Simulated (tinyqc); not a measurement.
MOS inversion layer, Poisson-Schroedinger loop: one step of the calculation.

Electrons confined at an insulator interface at z = 0, treated as a hard wall; parabolic valleys, Hartree approximation, no image or exchange terms. The depletion charge lies far deeper than the electrons and gives a uniform field q Nd/(eps0 eps_r); the gate balances all charge. Energies are counted from the band edge at the interface.

Question. Fermi level and occupations. Level k holds N_k = D_k Vt ln(1 + exp((EF - E_k)/Vt)) with D = md1 m0 q/(pi hbar^2) per eV (spin included); EF is fixed by sum N_k = Ns.

Inputs (values chosen for the exercise); masses and permittivity close to those of In0.53Ga0.47As:
```
symbol   value   unit                                   meaning
T          300      K                               temperature
md1     0.0412     m0  in-plane density-of-states mass of set A
Ns        1e12  cm^-2                sheet density of electrons
```

Constants: q = 1.602176634e-19 C, kB = 1.380649e-23 J/K, hbar = 1.054571817e-34 J s, m0 = 9.1093837015e-31 kg, Vt = kB T/q. Results are converted to the units shown.

levels (eV): A1 0.26306238, A2 0.45824624

Wanted: EF; N_k.

Answer.

EF = 0.31815 eV
N_k (cm^-2): A1 9.9803e11, A2 1.9672e9

Computed by the program tinyqc: `OMP_NUM_THREADS=1 python tinyqc.py 2160115 2160116 out.jsonl`, one thread of a shared Intel Xeon 2.30GHz, about 0.4 s for the whole run.
